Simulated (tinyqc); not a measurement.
# Rectangular fin or nanosheet with a gate all round, subbands and threshold shift from confinement: what changes with what

Undoped body with a flat potential across it, hard walls, transport along x. Three valley pairs (g = 2 each) with the longitudinal mass along x, y or z. Non-parabolicity enters the subband edges through E (1 + al E) = gamma, so E = 2 gamma/(1 + sqrt(1 + 4 al gamma)); motion within a subband is taken as parabolic with the band-edge mass. Energies are counted from the bulk band edge.

Parameters, values chosen for the exercise; masses close to those of silicon: temperature T = 300 K; longitudinal mass ml = 0.916 m0; transverse mass mt = 0.19 m0; non-parabolicity al = 0 1/eV; width (along y) t = 7.6 nm; widening of the box by penetration into the insulator dl = 0 nm; gate capacitance per area of interface Cg = 2.2 uF/cm^2; height (along z) H = 45.6 nm.

Constants: q = 1.602176634e-19 C, kB = 1.380649e-23 J/K, hbar = 1.054571817e-34 J s, m0 = 9.1093837015e-31 kg, Vt = kB T/q, hbar^2/(2 m0) = 0.0380998212 eV nm^2. Results are converted to the units shown.

Each table varies one quantity; the others keep the values above.

## Confinement against the height

gamma = C pi^2 [a^2/(my (t + dl)^2) + b^2/(mz (H + dl)^2)], C = hbar^2/(2 m0). Each subband has N_k = g sqrt(2 mx m0 kB T/(pi hbar^2)); without degeneracy n = exp(EF/Vt) sum N_k exp(-E_k/Vt). Classical value Nc times t H, Nc = sum over valleys of 2 g (m m0 kB T/(2 pi hbar^2))^1.5 with m = (mx my mz)^(1/3). Threshold shift dVT = Vt ln(classical value/sum N_k exp(-E_k/Vt)). With degeneracy n = sum N_k F((EF - E_k)/Vt), F(x) = (1/sqrt(pi)) int_0^infinity u^(-1/2) du/(1 + exp(u - x)); gate: Vg = EF + q n/(Cg P), P = 2 (t + H), summed over the 60 lowest subbands at most, with Vg counted from the value that would put EF at the bulk band edge of an empty body. The last two columns are for Vg = 0.6 V; sensitivity d(dVT)/dH by central differences between 0.99 and 1.01 times the value.

Confinement against the height:
```
H (nm)  E_1 (meV)  gap to the next edge (meV)  dVT (mV)  sensitivity (mV/nm)  n/P (cm^-2)  share of the lowest subband (%)
4.6         53.66                       46.97     65.23               -12.87     6.790e12                            35.85
6.2         44.94                       13.65     48.81               -7.536     7.164e12                            23.68
8.5         34.50                       5.446     37.57               -3.047     7.385e12                            18.03
12          20.85                       16.26     30.92               -1.188     7.551e12                            14.86
16          14.84                       21.03     27.58              -0.5873     7.650e12                            11.95
22          11.20                       12.27     25.14              -0.2826     7.730e12                            9.091
29          9.461                       7.060     23.68              -0.1537     7.780e12                            7.070
40          8.344                       3.711     22.48             -0.07714     7.818e12                            5.257
```

As H grows from 4.6 to 40 nm, E_1 falls from 53.7 to 8.34 meV and dVT falls from 65.2 to 22.5 mV. E_1 goes as H^(-0.59) at the thin end; an error of 0.2 nm moves the threshold by 2.6 mV in the first row and 0.015 mV in the last. The charge per interface area rises from 6.79e12 to 7.82e12 cm^-2. In every row the charge in the last two columns would bend the potential across the body by some 30 mV or more, which is left out.

## Charge and subband filling against gate voltage

Same model as above.

Each subband has N_k = g sqrt(2 mx m0 kB T/(pi hbar^2)). Cq = q dn/dEF.

Charge and subband filling against gate voltage:
```
Vg (V)  EF - E_1 (eV)  n (cm^-1)  n/P (cm^-2)  share of the lowest subband (%)  Cq/(Cg P)  total C/(Cg P)
-0.14         -0.1492    1.680e5     1.579e10                            7.493    0.04445         0.04256
-0.02        -0.06148    4.883e6     4.589e11                            7.225      1.261          0.5578
0.11         -0.02516    1.857e7     1.745e12                            6.555      4.499          0.8181
0.23        -0.007918    3.358e7     3.156e12                            5.965      7.631          0.8841
0.36         0.004896    5.070e7     4.765e12                            5.425      10.77          0.9150
0.48          0.01409    6.689e7     6.287e12                            5.009      13.37          0.9304
0.61          0.02241    8.467e7     7.958e12                            4.631      15.89          0.9408
0.73          0.02911    1.012e8     9.514e12                            4.336      17.95          0.9472
0.86          0.03562    1.193e8     1.121e13                            4.061      19.93          0.9522
```

EF passes E_1 = 0.00806 eV at Vg = 0.306 V. The share of the lowest subband falls from 7.49 to 4.06 % and the total capacitance rises from 0.0426 to 0.952 of Cg P. Between the last two rows 5.0 % of the added gate voltage goes into raising EF. For Vg = 0.11, 0.23, 0.36, 0.48, 0.61, 0.73, 0.86 the charge would bend the potential across the body by some 30 mV or more, which is left out.

Program tinyqc, `OMP_NUM_THREADS=1 python tinyqc.py 2350156 2350157 out.jsonl`; Intel Xeon 2.30GHz, shared host, one thread, about 0.2 s.
